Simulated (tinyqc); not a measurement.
Luttinger-Kohn k.p, four valence bands, step by step. Computed by tinyqc, a small Python program that keeps every step. Settings: g1 = 13.7, g2 = 4.07, g3 = 4.84. Command: `OMP_NUM_THREADS=1 python tinyqc.py 24351 24352 out.jsonl` (the two numbers bound the seeds that draw the settings). One thread of a shared host (Intel(R) Xeon(R) Processor @ 2.60GHz), about 0.01 s of CPU time with the checks.

## Bloch Hamiltonian at k

Luttinger parameters chosen for this model; energies are counted downward from the top of the valence band:
```
parameter      value  unit
g1         13.700000
g2          4.070000
g3          4.840000
```

k point k (1/angstrom): 0.036000  -0.034000  0.012000

P = c g1 k^2, Q = c g2 (kx^2 + ky^2 - 2 kz^2), R = c sqrt3 [-g2 (kx^2 - ky^2) + 2i g3 kx ky], S = 2 c sqrt3 g3 (kx - i ky) kz, c = hbar^2/2m = 3.809982 eV angstrom^2; rows [P+Q, -S, R, 0], [-S*, P-Q, 0, R], [R*, 0, P-Q, S], [0, R*, S*, P+Q]. The path ends lie at |k| = 0.07 1/angstrom.

H(k) at k (eV), lower triangle (Hermitian):
```
                      3/2                  1/2                -1/2      -3/2
3/2              0.169059
1/2   -0.027596+0.026063i             0.101946
-1/2  -0.003760+0.078188i             0.000000            0.101946
-3/2             0.000000  -0.003760+0.078188i  0.027596-0.026063i  0.169059
```

## Levels at k

Diagonalise the Hermitian matrix.

eigenvalues (eV): 0.042259  0.042259  0.228746  0.228746

## Bands along a path

The same steps at evenly spaced points between the labelled ones.

Bands along the path (eV):
```
k               band 1    band 2    band 3    band 4
[111]         0.075049  0.075049  0.436479  0.436479
[111]-G 0.25  0.042215  0.042215  0.245520  0.245520
[111]-G 0.50  0.018762  0.018762  0.109120  0.109120
[111]-G 0.75  0.004691  0.004691  0.027280  0.027280
G             0.000000  0.000000  0.000000  0.000000
G-[100] 0.25  0.006487  0.006487  0.025483  0.025483
G-[100] 0.50  0.025950  0.025950  0.101932  0.101932
G-[100] 0.75  0.058387  0.058387  0.229348  0.229348
[100]         0.103799  0.103799  0.407729  0.407729
```

## Hole masses

E = c [g1 k^2 -/+ 2 sqrt(g2^2 k^4 + 3 (g3^2 - g2^2)(kx^2 ky^2 + ky^2 kz^2 + kz^2 kx^2))] with c = hbar^2/2m, and m* = hbar^2 k^2 / (2 E).

Masses (electron masses):
```
direction     heavy     light
[100]      0.179856  0.045788
[110]      0.228253  0.043443
[111]      0.248756  0.042772
```
